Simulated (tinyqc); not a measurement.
# Undoped symmetric double-gate MOSFET, analytic potential model: effect of the gate work function less that of the intrinsic body

An undoped body of thickness ts between two equal insulators and tied gates; long channel, electrons only, n = ni exp((psi - V)/Vt) with V the quasi-Fermi potential (0 at the source, Vd at the drain), constant mobility, no quantisation. Across the body psi(x) = V - 2 Vt ln[(ts/(2 beta)) sqrt(q ni/(2 eps0 eps_r Vt)) cos(2 beta x/ts)], x from the centre. Q is the electron charge per area of the whole body.

ni = sqrt(Nc Nv) exp(-Eg/(2 Vt)), Eg in volts; r = eps_r tox/(eox ts); V0 = dphi + 2 Vt ln[(2/ts) sqrt(2 eps0 eps_r Vt/(q ni))]. beta (between 0 and pi/2) solves (Vg - V0 - V)/(2 Vt) = ln(beta) - ln(cos beta) + 2 r beta tan(beta). Q = 8 eps0 eps_r Vt beta tan(beta)/ts; I = mu (1/L)(4 eps0 eps_r/ts)(2 Vt)^2 [g(beta_s) - g(beta_d)] per width, g = beta tan(beta) - beta^2/2 + r beta^2 tan^2(beta), with beta_s at V = 0 and beta_d at V = Vd.  I(low) is taken at Vg = 0.26 V, Qs and I(high) at Vg = 1.01 V.

Values chosen for this exercise; material values close to those of In0.53Ga0.47As: temperature T = 300 K; band gap Eg = 0.747 eV; relative permittivity of the semiconductor eps_r = 13.9; conduction-band density of states at T Nc = 2.1e17 cm^-3; valence-band density of states at T Nv = 7.62e18 cm^-3; relative permittivity of the gate insulator eox = 26.2; insulator thickness tox = 3.6 nm; body thickness ts = 6 nm; channel mobility mu = 470 cm^2/(V s); gate length L = 0.2 um; drain voltage Vd = 0.05 V.

Constants: q = 1.602176634e-19 C, kB = 1.380649e-23 J/K, Vt = kB T/q, eps0 = 8.8541878128e-14 F/cm where lengths are in cm. Results are converted to the units shown.

Effect of the gate work function less that of the intrinsic body:
```
dphi (V)   V0 (V)  I(low) (nA/um)  Qs(high) (nC/cm^2)  I(high) (uA/um)
-0.05     0.35580          527.84              6599.4           741.11
0         0.40580          78.034              6016.1           672.89
0.05      0.45580          11.318              5438.3           605.36
0.1       0.50580          1.6369              4866.9           538.66
0.15      0.55580         0.23664              4303.2           472.96
0.2       0.60580        0.034208              3748.9           408.48
0.25      0.65580       0.0049451              3206.0           345.51
```

As dphi goes from -0.05 to 0.25 V, I(low) falls from 528 to 0.00495 nA/um and I(high) falls from 741 to 346 uA/um. V0 rises from 0.356 to 0.656 V. In every row the surface density at the source at the higher gate voltage passes 0.3 Nc, where Boltzmann statistics fail. In every row the body is thin enough for quantum confinement, left out here, to raise the threshold.

tinyqc, about 0.01 s, one thread, Intel Xeon 2.30GHz (shared host): `OMP_NUM_THREADS=1 python tinyqc.py 2440080 2440081 out.jsonl`
